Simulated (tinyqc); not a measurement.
What each parameter does: quantum well in an electric field by finite differences.

Finite differences on points z_i at the centres of cells of width h: H_ii = (c/h^2)(1/m_(i-1/2) + 1/m_(i+1/2)) + V_i, H_(i,i+1) = -(c/h^2)/m_(i+1/2), where m_(i+1/2) is the mean of the masses at the two points (the end values are repeated outwards), psi = 0 on the points beyond both ends, c = hbar^2/2m0. The field adds e F (z - z0) with z0 the middle of the structure; 1 kV/cm = 1e-5 eV/angstrom.

Constants: hbar^2/2m0 = 3.80998211 eV angstrom^2.

Inputs chosen for the exercise (near those of an InGaAs well in InAlAs; not measured data):
- Lw = 60 angstrom (well width)
- Lb = 30 angstrom (each outer barrier)
- V0 = 0.523 eV (barrier height)
- mw = 0.0407 m0 (mass in the well)
- mb = 0.0732 m0 (mass in the barriers)
- F = 120 kV/cm (field along z)
- hf = 0.625 angstrom (cell width of the fine grid)

Three layers: barrier, well, barrier; fine grid. The Stark shift is E1(F) - E1(0). Each row changes one parameter from the base and keeps the others.

Results:

| case | E1 (eV) | E2 - E1 (meV) | Stark shift (meV) | <z - z0> (angstrom) |
|---|---|---|---|---|
| base | 0.1008 | 309.2 | -1.35 | -2.25 |
| Lw = 50 angstrom | 0.1269 | 378.6 | -0.88 | -1.47 |
| Lb = 40 angstrom | 0.1003 | 302.9 | -1.40 | -2.33 |
| V0 = 0.418 eV | 0.0927 | 286.0 | -1.57 | -2.61 |
| mw = 0.0468 m0 | 0.0957 | 286.7 | -1.38 | -2.30 |
| mb = 0.0878 m0 | 0.0951 | 304.2 | -1.38 | -2.29 |
| F = 60 kV/cm | 0.1018 | 308.3 | -0.34 | -1.13 |

The largest shifts from the base row, up to three for each result and ties (the steps differ in size, so this ranks the rows, not the parameters). E1 (eV): Lw +0.0262, V0 -0.0080, mb -0.0057. E2 - E1 (meV): Lw +69.3, V0 -23.2, mw -22.5. Stark shift (meV): F +1.01, Lw +0.47, V0 -0.22. <z - z0> (angstrom): F +1.12, Lw +0.77, V0 -0.37.

Computed by tinyqc, a small Python program: `OMP_NUM_THREADS=1 python tinyqc.py 1250823 1250824 out.jsonl` (the numbers bound the seed that draws the inputs); one thread of a shared host (Intel(R) Xeon(R) Processor @ 2.30GHz), about 0.01 s for the whole set of steps.
